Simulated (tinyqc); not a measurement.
Inputs raised by 5 %, one at a time: grain-boundary trapping model (Seto) of a polycrystalline semiconductor film. Computed by tinyqc, a small Python program. Command: `OMP_NUM_THREADS=1 python tinyqc.py 3023502 3023503 out.jsonl poly sens`. One thread of a shared host (Intel(R) Xeon(R) Processor @ 2.30GHz), about 0.01 s of CPU time with the checks.

Grains of equal size L are joined by thin boundaries with one trap level. Trapped carriers deplete a width W on each side and raise a barrier, crossed by thermionic emission. Dopants are fully ionised, statistics are non-degenerate and mu_g does not depend on T.

Inputs (values chosen for the exercise, modelled on polycrystalline ZnO):
```
quantity                                     value    unit
permittivity eps                               8.3       -
effective mass m                              0.28     m_0
effective density of states at 300 K, N_c  3.7e+18  1/cm^3
grain size L                                    65      nm
trap density Q_t                           7.9e+11  1/cm^2
trap level E_t below the band edge            0.23      eV
doping N                                   6.1e+17  1/cm^3
temperature T                                  300       K
```

Grain interior: neglected.

Constants: k_B = 8.617333262e-05 eV/K; e = 1.602176634e-19 C; eps_0 = 8.8541878128e-12 F/m; m_0 = 9.1093837015e-31 kg; k_B = 1.380649e-23 J/K.

Method. N_c(T) = N_c (T/300 K)^(3/2). Filled traps Q = Q_t/(1 + (1/2) exp((E_t* - E_F)/k_B T)), where E_t* = e V_B - E_t and E_F are counted from the band edge at the grain centre. Partial depletion: Q = 2 N W, V_B = e N W^2/(2 eps eps_0), E_F = k_B T ln(N/N_c); solve for W. If that W would exceed L/2 the grain is fully depleted: W = L/2, Q = N L, and E_F follows from the trap equation. Centre density n_0 = N_c exp(E_F/k_B T). Boundary: sigma_b = L e^2 n_0 exp(-e V_B/k_B T)/sqrt(2 pi m k_B T); rho = 1/sigma_b. Mean carrier density n_av = n_0 [(1 - 2W/L) + (2W/L) (sqrt(pi)/2) erf(y)/y], y = sqrt(e V_B/k_B T); effective mobility 1/(e n_av rho).

Runs; columns: (1) input moved; (2) from; (3) to; (4) resistivity rho (ohm cm); (5) effective mobility (cm^2/(V s)); (6) barrier V_B (V); (7) mean carrier density (1/cm^3):
```
(1)                                          (2)        (3)       (4)     (5)       (6)         (7)
base run                                       -          -  0.023475  460.35  0.027814  5.7756e+17
grain size L (nm)                             65      68.25  0.022357  482.08  0.027814  5.7910e+17
trap density Q_t (1/cm^2)                7.9e+11  8.295e+11  0.026203  415.37  0.030656  5.7346e+17
trap level E_t below the band edge (eV)     0.23     0.2415  0.023497  459.95  0.027838  5.7752e+17
doping N (1/cm^3)                        6.1e+17  6.405e+17  0.021246  482.24  0.026496  6.0919e+17
temperature T (K)                            300        315  0.022822  472.55  0.027776  5.7876e+17
effective mass m (m_0)                      0.28      0.294  0.024055  449.26  0.027814  5.7756e+17
permittivity eps                             8.3      8.715  0.022305  483.54  0.026493  5.7870e+17
```

Exponents ln(y'/y) / ln(x'/x):
```
input                               resistivity rho  effective mobility  barrier V_B  mean carrier density
grain size L                                 -1.000               0.945        0.000                 0.055
trap density Q_t                              2.253              -2.108        1.994                -0.146
trap level E_t below the band edge            0.019              -0.018        0.018                -0.001
doping N                                     -2.045               0.952       -0.995                 1.093
temperature T                                -0.579               0.536       -0.028                 0.043
effective mass m                              0.500              -0.500        0.000                 0.000
permittivity eps                             -1.048               1.007       -0.998                 0.041
```

To which inputs is each result most sensitive?

Among the inputs moved here: resistivity rho answers most in size to trap density Q_t (exponent +2.253), next to doping N (-2.045). Effective mobility answers most in size to trap density Q_t (exponent -2.108), next to permittivity eps (+1.007). Barrier V_B answers most in size to trap density Q_t (exponent +1.994), next to permittivity eps (-0.998); its exponent is below 0.0005 for grain size L, effective mass m. Its exponent 0.000 in grain size L: partial depletion. Its exponent +1.994 in trap density Q_t: V_B = e Q_t^2/(8 eps eps_0 N). Mean carrier density answers most in size to doping N (exponent +1.093), next to trap density Q_t (-0.146); its exponent is below 0.0005 for effective mass m.

Caution (all rows): E_F is within 2 k_B T of the band edge, so non-degenerate statistics fail, and tunnelling through so thin a barrier adds to the current. Caution (all rows): e V_B is below 2 k_B T, where the depletion approximation fails and the mean density does not balance the trapped charge. Caution (all rows): the barrier is below 2 k_B T, so scattering inside the grains, left out here, also limits the real mobility.
